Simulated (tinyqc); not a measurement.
# Worked calculation: vertical double-diffused power MOSFET, components of the on-resistance

Program tinyqc, `OMP_NUM_THREADS=1 python tinyqc.py 2230132 2230133 out.jsonl`; Intel Xeon 2.30GHz, shared host, one thread, about 0.01 s. Printed values are rounded.

Stripe cells of pitch Wp + a, two channels a cell. Current flows through the channels, spreads in the accumulation layer, passes the gap between the p bodies and spreads at 45 degrees into the drift layer below them. Low drain voltage, full ionisation.

Parameters, values chosen for the exercise; bulk values close to those of 4H silicon carbide: temperature T = 450 K; relative permittivity eps_r = 9.98; critical-field constant Kc = 22500 V/cm per (cm^-3)^(1/8); rated breakdown voltage of the drift layer BV = 6500 V; drift mobility at 300 K mud = 811 cm^2/(V s); temperature exponent of the drift mobility bt = 2.1; gate oxide thickness (eps_r 3.9) tox = 82 nm; gate overdrive Vov = 9 V; channel mobility mch = 42 cm^2/(V s); accumulation-layer mobility mac = 74 cm^2/(V s); channel length Lc = 0.4 um; width of the p body in one cell, channels included Wp = 5.3 um; gap between neighbouring p bodies a = 3.8 um; depth of the p body xp = 1.2 um; doping of the gap over the drift doping Nj = 3; built-in voltage of the body junction Vbi = 2.68 V; substrate and contact resistance Rs = 0.27 mohm cm^2.

Constants: q = 1.602176634e-19 C, eps0 = 8.8541878128e-14 F/cm where lengths are in cm. Results are converted to the units shown.

## Drift layer

Triangular field at breakdown with Ec = Kc N^(1/8): BV = eps0 eps_r Ec^2/(2 q N), so N = (eps0 eps_r Kc^2/(2 q BV))^(4/3); W = 2 BV/Ec; mu = mud (T/300 K)^(-bt); rho = 1/(q mu N); ideal resistance rho W.

drift doping N = 1.286236e15 cm^-3
Ec = 1.741196 MV/cm
drift thickness W = 74.66133 um
electron mobility mu at T = 346.1220 cm^2/(V s)
drift resistivity rho = 14.01973 ohm cm
ideal resistance = 104.6732 mohm cm^2

## Components of the on-resistance

Pitch p = Wp + a, Cox = 3.9 eps0/tox; zero-bias depletion in the gap w0 = sqrt(2 eps0 eps_r Vbi/(q N Nj)), open gap g = a - 2 w0; R_ch = Lc p/(2 mch Cox Vov); R_acc = 0.6 a p/(4 mac Cox Vov), 0.6 being an empirical factor for current leaving the layer along its length; R_gap = (rho/Nj) xp p/g; spreading depth t = min(W, (p - g)/2); R_drift = (rho p/2) ln((g + 2 t)/g) + rho (W - t); R_on = the sum with Rs.

w0 = 0.8752776 um
g = 2.049445 um
components (mohm cm^2): channel 1.143352, accumulation 1.849450, gap 2.490031, drift 109.2400, substrate 0.27
R_on = 114.9928 mohm cm^2
shares (%): channel 0.99428, accumulation 1.60832, gap 2.16538, drift 94.99722, substrate 0.23480

The drift term is the largest. R_on is 1.10 times the ideal drift resistance rho W, and spreading raises the drift term to 1.04 times it.
